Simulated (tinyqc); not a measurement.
Inside a calculation: carrier statistics of a doped semiconductor with parabolic bands. Values are carried at full precision from step to step, so a last printed digit may differ when a step is redone from the rounded ones.

Constants: kB = 8.617333262e-05 eV/K; hbar^2/2m0 = 3.80998211 eV angstrom^2.

Parameters, chosen for this exercise (near those of AlAs; the results hold for these values, not for the real material): Eg0 = 2.256 eV (gap at 0 K); al = 0.000682 eV/K (Varshni alpha); be = 561 K (Varshni beta); T = 590 K; ml = 1.02 m0 (longitudinal electron mass); mt = 0.223 m0 (transverse electron mass); Mv = 3 (equivalent valleys); mhh = 0.75 m0 (heavy-hole mass); mlh = 0.141 m0 (light-hole mass); ND = 3.4e+14 1/cm^3 (donors); NA = 4.9e+12 1/cm^3 (acceptors); ED = 0.0701 eV (donor level below Ec); EA = 0.0619 eV (acceptor level above Ev).

## Gap and thermal energy

Eg(T) = Eg0 - al T^2/(T + be) (Varshni).

Eg = 2.04974 eV
kT = 0.050842 eV

The gap has shrunk by 206.3 meV from 0 K and is 40.3 kT wide.

## Effective densities of states

m_de = Mv^(2/3) (ml mt^2)^(1/3); m_dh = (mhh^(3/2) + mlh^(3/2))^(2/3); N = 2 (m kB T/(4 pi c))^(3/2) with c = hbar^2/2m0, in 1/angstrom^3; times 1e24 for 1/cm^3.

m_de = 0.7700 m0
m_dh = 0.7902 m0
Nc = 4.6762e+19 1/cm^3
Nv = 4.8617e+19 1/cm^3

The light holes supply 7.5 % of Nv, and Nc/Nv = 0.962.

## Intrinsic density and level

With Boltzmann statistics ni = sqrt(Nc Nv) exp(-Eg/2kT) and Ei = Eg/2 + (kT/2) ln(Nv/Nc), counted from Ev.

ni = 8.39e+10 1/cm^3
Ei = 1.0259 eV

Ei lies 1.0 meV above midgap, towards the band with the smaller density of states.

## Neutrality by bisection

Energies are counted from Ev, so Ec = Eg. n = Nc F_1/2((EF - Eg)/kT), p = Nv F_1/2(-EF/kT), ND+ = ND/(1 + 2 exp((EF - Eg + ED)/kT)), NA- = NA/(1 + 4 exp((EA - EF)/kT)); neutrality asks p + ND+ = n + NA-. F_j(eta) = (1/Gamma(j + 1)) integral_0^infinity x^j dx/(1 + exp(x - eta)), which tends to exp(eta) for eta << 0.

Start from the bracket [-0.2 eV, Eg + 0.2 eV]; at the midpoint EF take the sign of p + ND+ - n - NA-; where it is positive EF must rise. Fourteen steps are shown.

Bisection (eV, 1/cm^3):
```
step       low     high       EF         n         p       ND+       NA-  sign
1     -0.20000  2.24974  1.02487  8.23e+10  8.56e+10  3.40e+14  4.90e+12     +
2      1.02487  2.24974  1.63731  1.40e+16  5.02e+05  3.39e+14  4.90e+12     -
3      1.02487  1.63731  1.33109  3.40e+13  2.07e+08  3.40e+14  4.90e+12     +
4      1.33109  1.63731  1.48420  6.90e+14  1.02e+07  3.40e+14  4.90e+12     -
5      1.33109  1.48420  1.40764  1.53e+14  4.60e+07  3.40e+14  4.90e+12     +
6      1.40764  1.48420  1.44592  3.25e+14  2.17e+07  3.40e+14  4.90e+12     +
7      1.44592  1.48420  1.46506  4.74e+14  1.49e+07  3.40e+14  4.90e+12     -
8      1.44592  1.46506  1.45549  3.92e+14  1.79e+07  3.40e+14  4.90e+12     -
9      1.44592  1.45549  1.45070  3.57e+14  1.97e+07  3.40e+14  4.90e+12     -
10     1.44592  1.45070  1.44831  3.41e+14  2.07e+07  3.40e+14  4.90e+12     -
11     1.44592  1.44831  1.44712  3.33e+14  2.12e+07  3.40e+14  4.90e+12     +
12     1.44712  1.44831  1.44771  3.37e+14  2.09e+07  3.40e+14  4.90e+12     -
13     1.44712  1.44771  1.44741  3.35e+14  2.10e+07  3.40e+14  4.90e+12     +
14     1.44741  1.44771  1.44756  3.36e+14  2.10e+07  3.40e+14  4.90e+12     -
```

Each step halves the bracket, which is 0.299 meV wide at the last row.

## The neutral state

Solve the neutrality condition for EF to convergence.

EF = 1.4475 eV
n = 3.35e+14 1/cm^3
p = 2.10e+07 1/cm^3
ND+ = 3.40e+14 1/cm^3
NA- = 4.90e+12 1/cm^3

The material is n-type; 100.0 % of the donors are ionised. EF lies 11.85 kT inside the gap from the conduction edge, so Boltzmann statistics would serve; n p/(Nc Nv exp(-Eg/kT)) = 1.000.

## Checks

- F_1/2(1) by the trapezoid rule against adaptive quadrature: both 1.575641.
- Positive against negative charge at the solution (1/cm^3): both 3.39981e+14.

(tinyqc, `OMP_NUM_THREADS=1 python tinyqc.py 1680254 1680255 out.jsonl`, Intel(R) Xeon(R) Processor @ 2.30GHz, 1 thread, shared host, about 0.01 s.)
